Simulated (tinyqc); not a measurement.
Carbon nanotube by zone folding: one step. Geometry. Five cases, with inputs chosen for the exercise.

Problem. Form d, theta, dR, t1, t2, N and |T|, and (n - m) mod 3.

Circumference C = n a1 + m a2, a = sqrt3 acc; d = a sqrt(n^2 + nm + m^2)/pi; tan(theta) = sqrt3 m/(2n + m); dR = gcd(2n + m, 2m + n); T = t1 a1 + t2 a2 with t1 = (2m + n)/dR, t2 = -(2n + m)/dR, |T| = sqrt3 pi d/dR; N = 2 (n^2 + nm + m^2)/dR hexagons a cell. On cutting line mu = 0 to N - 1 at x = k|T|/(2 pi) the phases are p1 = 2 pi (-t2 mu + m x)/N, p2 = 2 pi (t1 mu - n x)/N, and E = -/+ t |1 + exp(i p1) + exp(i p2)|.

Give: d; theta; dR, t1, t2, N; |T|; (n - m) mod 3.

Case 1.

Values chosen (out of a larger set: near those used for carbon; not measured data): n = 15 (chiral index); m = 15 (chiral index); acc = 1.42 angstrom (bond length).

Solution.

d = 20.340 angstrom
theta = 30.00 degrees

dR, t1, t2, N: [45, 1, -1, 30]

|T| = 2.460 angstrom
(n - m) mod 3 = 0

A cutting line passes through K: metallic in zone folding; armchair, 60 atoms a cell.

Case 2.

Values chosen (out of a larger set: near those used for carbon; not measured data): n = 19 (chiral index); m = 19 (chiral index); acc = 1.44 angstrom (bond length).

Solution.

d = 26.127 angstrom
theta = 30.00 degrees

dR, t1, t2, N: [57, 1, -1, 38]

|T| = 2.494 angstrom
(n - m) mod 3 = 0

A cutting line passes through K: metallic in zone folding; armchair, 76 atoms a cell.

Case 3.

Values chosen (out of a larger set: near those used for carbon; not measured data): n = 14 (chiral index); m = 0 (chiral index); acc = 1.44 angstrom (bond length).

Solution.

d = 11.115 angstrom
theta = 0.00 degrees

dR, t1, t2, N: [14, 1, -2, 28]

|T| = 4.320 angstrom
(n - m) mod 3 = 2

The nearest line misses K by a third of the spacing 2/d: semiconducting in zone folding; zigzag, 56 atoms a cell.

Case 4.

Values chosen (out of a larger set: near those used for carbon; not measured data): n = 5 (chiral index); m = 4 (chiral index); acc = 1.42 angstrom (bond length).

Solution.

d = 6.115 angstrom
theta = 26.33 degrees

dR, t1, t2, N: [1, 13, -14, 122]

|T| = 33.272 angstrom
(n - m) mod 3 = 1

The nearest line misses K by a third of the spacing 2/d: semiconducting in zone folding; chiral, 244 atoms a cell. Below about 8 angstrom curvature mixes sigma and pi states and zone folding fails.

Case 5.

Values chosen (out of a larger set: near those used for carbon; not measured data): n = 15 (chiral index); m = 0 (chiral index); acc = 1.42 angstrom (bond length).

Solution.

d = 11.743 angstrom
theta = 0.00 degrees

dR, t1, t2, N: [15, 1, -2, 30]

|T| = 4.260 angstrom
(n - m) mod 3 = 0

A cutting line passes through K: metallic in zone folding; zigzag, 60 atoms a cell.

Computed by tinyqc, one run a case: `OMP_NUM_THREADS=1 python tinyqc.py N N+1 out.jsonl` with N = 1480148, 1480524, 1480540, 1480595, 1480622; one thread of a shared Intel(R) Xeon(R) Processor @ 2.30GHz, about 0.06 s a run at most.
